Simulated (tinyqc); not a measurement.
Trench capacitor in an array: capacitance, non-linearity, leakage and relaxation: one step of the calculation.

A film between two metal electrodes, each interface adding a series capacitance ci. The small-signal permittivity is ek (1 + aq E^2); the field is found with the linear permittivity. Leakage J = J0 sinh(E/Ef). After a voltage step the film passes a relaxation current kr C V tt^(-nr), tt being the time in seconds. The sidewall is a coaxial capacitor with radii a = dm/2 - t and b = dm/2, depth AR dm; the end face is left out.

Question. Cell capacitance, fields and time constant. Per length 1/c = ln(b/a)/(2 pi eps0 ek) + (1/a + 1/b)/(2 pi ci); cell capacitance c AR dm; per footprint over pt^2; fields c V/(2 pi eps0 ek r) at r = a and b; resistance of the inner electrode rho AR dm/(pi a^2); time constant R C/3 of the distributed line.

Inputs (values chosen for the exercise); permittivity of the order of that of silicon nitride: relative permittivity of the film ek = 6.73; film thickness t = 6.2 nm; capacitance of each electrode interface (dead layer and screening) ci = 1000 uF/cm^2; bias V = 0.9 V; diameter of the hole dm = 58 nm; aspect ratio, depth over diameter AR = 10; pitch of the square array pt = 110 nm; resistivity of the inner electrode rho = 480 uohm cm.

Constants: eps0 = 8.8541878128e-14 F/cm where lengths are in cm. Results are converted to the units shown.

Give: a; b; cell capacitance; capacitance per footprint; field at a; field at b; R; R C/3.

Answer.

a = 22.800 nm
b = 29.000 nm
cell capacitance = 0.90105 fF
capacitance per footprint = 7.4467 uF/cm^2
field at a = 1.6379 MV/cm
field at b = 1.2877 MV/cm
R = 1.7047 kohm
R C/3 = 0.51201 ps

The array gives 7.76 times the planar capacitance per footprint; curvature makes the field at the inner electrode 1.13 times the planar value.

tinyqc, about 0.01 s, one thread, Intel Xeon 2.30GHz (shared host): `OMP_NUM_THREADS=1 python tinyqc.py 2102073 2102074 out.jsonl`
